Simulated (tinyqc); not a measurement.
FinFET, parasitic resistance, capacitance and delay: effect of the supply voltage.

Nf fins under one contact; each has gated perimeter p = 2 Hf + Wf and cross-section A = Hf Wf; contact width Wc = Nf pf, stack height Hs = Hf. Contact length Lc = CPP - Lg - 2 Lsp, shared by two neighbouring gates. Source and drain sides are equal. The formulas are first-order estimates, not field solutions.

Epitaxy sheet resistance Rsh = re/te, transfer length LT = sqrt(rc/Rsh), contact Rc = [sqrt(rc Rsh)/Wc] coth(Lc/(2 LT)); extension of one fin Rx = rx Lsp/A. With N fins: gate Cg = Cinv p N Lg; per side, plate Cp = ks eps0 [Wc (Hs + Hc) - N A]/Lsp, top fringe Cf = (2/pi) ks eps0 Wc ln(1 + Lg/(2 Lsp)), overlap Co = Cinv p N Lov. One fin: I = p Q vx u/(1 + |u|^1.8)^(1/1.8), Q = Cinv n Vt ln(1 + exp((Vg' - VT + dl Vd')/(n Vt))), u = Vd' mu/(vx Lg), Vg' = Vgs - v, Vd' = Vds - 2 v, with the drop on each side v = Rc (sum of I) + Rx I. Ieff = [I(Vgs = Vdd, Vds = Vdd/2) + I(Vdd/2, Vdd)]/2, total currents. With Cs = Cp + Cf + Co, the load of an inverter of two such devices driving an equal one is CL = 2 (Cg + 2 Cs) + 4 Cs + Cw (own drains counted twice for the Miller effect); delay CL Vdd/(2 Ieff).

Values chosen for this exercise; values close to those of silicon logic devices: temperature T = 300 K; number of fins Nf = 3; fin height Hf = 55 nm; fin width Wf = 6 nm; fin pitch pf = 42 nm; contacted gate pitch CPP = 45 nm; gate length Lg = 18 nm; spacer length Lsp = 7 nm; relative permittivity of the spacer ks = 5.5; gate height above the channel stack Hc = 15 nm; contact resistivity rc = 6.2e-10 ohm cm^2; resistivity of the source-drain epitaxy re = 0.00065 ohm cm; current-carrying depth of the epitaxy te = 25 nm; resistivity of the extension rx = 0.0013 ohm cm; gate overlap Lov = 0.5 nm; inversion capacitance Cinv = 2.5 uF/cm^2; injection velocity vx = 1.2e7 cm/s; apparent mobility mu = 210 cm^2/(V s); threshold at zero drain voltage VT = 0.2 V; barrier lowering dl = 0.028 V/V; subthreshold factor n = 1.16; wire load Cw = 0.3 fF.

Constants: q = 1.602176634e-19 C, kB = 1.380649e-23 J/K, eps0 = 8.8541878128e-12 F/m, Vt = kB T/q. Results are converted to the units shown.

The same in every row: Rc (ohm) = 80.12; Rx/N (ohm) = 91.92; CL (aF) = 1110.

Results:

| Vdd (V) | Ieff (uA) | delay (ps) |
|---|---|---|
| 0.45 | 114.2 | 2.187 |
| 0.55 | 175.4 | 1.740 |
| 0.65 | 240.1 | 1.502 |
| 0.75 | 306.2 | 1.359 |
| 0.95 | 440.2 | 1.197 |

Estimate the missing row, Vdd = 0.85 V.

Computed row:

| Vdd (V) | Ieff (uA) | delay (ps) |
|---|---|---|
| 0.85 | 373.0 | 1.264 |

With this row back in the table: As Vdd goes from 0.45 to 0.95 V, Ieff rises from 114 to 440 uA, CL stays at 1110 aF and the delay falls from 2.19 to 1.20 ps.

tinyqc, about 0.03 s, one thread, Intel Xeon 2.30GHz (shared host): `OMP_NUM_THREADS=1 python tinyqc.py 2170145 2170146 out.jsonl`
